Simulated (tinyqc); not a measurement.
Comparisons within one model: quasiparticle equation with a plasmon-pole self-energy for two band edges. A value that a table varies takes the place of the one given here.

For each edge E = e + X + Sc(E), with the correlation part Sc(E) = A[0]/(E - a + w) + A[1]/(E - b - w); a and b are the valence and conduction energies that enter the Green function (a = ev, b = ec in the one-shot scheme). Z = 1/(1 - dSc/dE), dSc/dE = -A[0]/(E - a + w)^2 - A[1]/(E - b - w)^2.

Values chosen for the exercise (scales of the order of those of SiC; not measured data):
- ev = 0 eV (mean-field valence top)
- ec = 2.12 eV (mean-field conduction edge)
- w = 19.1 eV (pole energy)
- Av = (79.5, 38) eV^2 (weights of the valence state on the hole and electron poles)
- Ac = (31.1, 79.5) eV^2 (the same for the conduction state)
- Xv = -3.39 eV (exchange minus the mean-field potential, valence)
- Xc = 3.2 eV (the same, conduction)

## Schemes compared

Z = 1; linearised; exact one-shot; energies updated in G (a, b); updated in G and W, where w grows by half of the opening of the gap (a rule chosen for the exercise).

Results (eV):
```
scheme               Ev     Ec    gap  opening
mean field        0.000  2.120  2.120    0.000
Z = 1            -1.018  2.623  3.642    1.522
linearised       -0.782  2.511  3.293    1.173
one-shot, exact  -0.778  2.510  3.288    1.168
update G         -0.913  2.537  3.450    1.330
update G and W   -1.004  2.640  3.644    1.524
```

The openings run from 1.168 (one-shot, exact) to 1.524 eV (update G and W). Linearising moves the gap by 5 meV, updating G +161 meV and updating W a further +195 meV: once Z is kept, the level of self-consistency matters more than linearising.

## The starting point

The mean-field gap is opened by d (ev lowered by d/2, ec raised by d/2) and X is changed by the opposite amounts, so that e + X stays; one-shot and G-updated gaps.

Gaps (eV):
```
d    start  one-shot  update G
0.0  2.120    3.2884    3.4497
0.2  2.320    3.3127    3.4497
0.4  2.520    3.3369    3.4497
0.6  2.720    3.3609    3.4497
0.9  3.020    3.3967    3.4497
1.2  3.320    3.4320    3.4497
1.6  3.720    3.4786    3.4497
```

The one-shot gap moves by a fraction 0.12 of any change of the starting gap, while the updated gap, 3.4497 eV, does not depend on it. The two agree where the start already equals the result, near d = 1.33 eV. A real change of starting point alters the orbitals and the screening too; this model holds both fixed.

## What each parameter does

Exact one-shot edges and Z of the valence state there. Each row changes one parameter from the base and keeps the others.

Results:
```
case                     Ev (eV)  Ec (eV)  gap (eV)       Z
base                     -0.7783   2.5101    3.2884  0.7603
w = 20.06 eV             -0.8900   2.6254    3.5154  0.7766
Xv = -3.49 eV            -0.8543   2.5101    3.3643  0.7594
Xc = 3.3 eV              -0.7783   2.5873    3.3656  0.7603
ec = 2.22 eV             -0.7723   2.6049    3.3773  0.7607
Av = (83.48, 38) eV^2    -0.6144   2.5101    3.1245  0.7553
Ac = (31.1, 83.48) eV^2  -0.7783   2.3469    3.1252  0.7603
```

The largest shifts from the base row, up to three for each result and ties (the steps differ in size, so this ranks the rows, not the parameters). Ev (eV): Av +0.1639, w -0.1118, Xv -0.0760; unchanged at the printed digits by Xc and Ac. Ec (eV): Ac -0.1632, w +0.1153, ec +0.0949; unchanged at the printed digits by Xv and Av. gap (eV): w +0.2271, Av -0.1639, Ac -0.1632. Z: w +0.0163, Av -0.0050, Xv -0.0008; unchanged at the printed digits by Xc and Ac.

Run: tinyqc, `OMP_NUM_THREADS=1 python tinyqc.py 1851153 1851154 out.jsonl`; Intel(R) Xeon(R) Processor @ 2.30GHz, one thread, shared host; about 0.03 s of CPU time with all checks.
